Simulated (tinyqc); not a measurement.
## Coupling and phonon occupation from the scattering functions

Problem. A level coupled to a phonon of energy w0 has, in the self-consistent Born approximation, Sin(E) = M^2 [(Nq + 1) Gn(E + w0) + Nq Gn(E - w0)], Sout(E) = M^2 [(Nq + 1) Gp(E - w0) + Nq Gp(E + w0)]. Find M, Nq and, from Nq = 1/(exp(w0/kB T) - 1), the phonon temperature.

Parameters, values chosen for the exercise:
```
symbol,value,unit,meaning
w0,36,meV,phonon energy
```

Constants: q = 1.602176634e-19 C, kB = 1.380649e-23 J/K. Results are converted to the units shown.

Gn at E - w0 and E + w0 (1/meV): 0.020385915  1.7510642e-4
Gp at E - w0 and E + w0 (1/meV): 0.017493537  0.017199100
Sin and Sout at E (meV): 0.062574584  0.81001551

Solution. Both equations are linear in M^2 and M^2 Nq.

M = 6.40 meV
Nq = 0.0658
T = 150 K

Computed by the program tinyqc: `OMP_NUM_THREADS=1 python tinyqc.py 2720014 2720015 out.jsonl`, one thread of a shared Intel Xeon 2.30GHz, about 0.06 s for the whole run.
